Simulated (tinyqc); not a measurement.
Schottky diode by the thermionic emission-diffusion theory: two steps of the calculation.

Metal on an n-type semiconductor with one parabolic valley; V > 0 is forward bias (metal positive). The band bends as a parabola over the depletion layer, by Vd = Vbi - V; no image force. Carriers drift and diffuse up to the interface and leave it with the velocity vR.

Values chosen for this exercise; band and dielectric values close to those of indium phosphide: temperature T = 350 K; electron mass me = 0.0803 m0; relative permittivity eps_r = 12.3; electron mobility mun = 5100 cm^2/(V s); barrier height seen from the metal phi = 0.85 eV; donor density Nd = 7.7e16 cm^-3; bias V = 0.21 V.

Constants: q = 1.602176634e-19 C, kB = 1.380649e-23 J/K, h = 6.62607015e-34 J s, m0 = 9.1093837015e-31 kg, Vt = kB T/q, eps0 = 8.8541878128e-14 F/cm where lengths are in cm. Results are converted to the units shown.

Problem 1. Emission velocity. A* = 4 pi q me m0 kB^2/h^3 (times 1e-4 for A/(cm^2 K^2)); Nc = 2 (2 pi me m0 kB T/h^2)^1.5 (times 1e-6 for cm^-3); Vbi = phi - Vt ln(Nc/Nd); vR = A* T^2/(q Nc).

Find: A*; Nc; Vbi; vR.

Solution 1.

A* = 9.6499 A/(cm^2 K^2)
Nc = 7.1956e17 cm^-3
Vbi = 0.78260 V
vR = 1.0254e7 cm/s

vR equals sqrt(kB T/(2 pi me m0)).

Problem 2. Diffusion velocity. LD = sqrt(eps0 eps_r Vt/(q Nd)), a = sqrt((Vbi - V)/Vt), D(a) = exp(-a^2) int_0^a exp(s^2) ds (Dawson), vD = mun Vt/(sqrt(2) LD D(a)). For large a, vD tends to mun times the surface field sqrt(2 q Nd (Vbi - V)/(eps0 eps_r)).

Vbi = 0.78259601 V

Give: LD; a; D(a); vD; mun times the surface field.

Solution 2.

LD = 16.32 nm
a = 4.357
D(a) = 0.1181
vD = 5.646e8 cm/s
mun times the surface field = 5.809e8 cm/s

Numbers from tinyqc (`OMP_NUM_THREADS=1 python tinyqc.py 2640165 2640166 out.jsonl`; about 0.01 s on one thread of a shared Intel Xeon 2.30GHz).
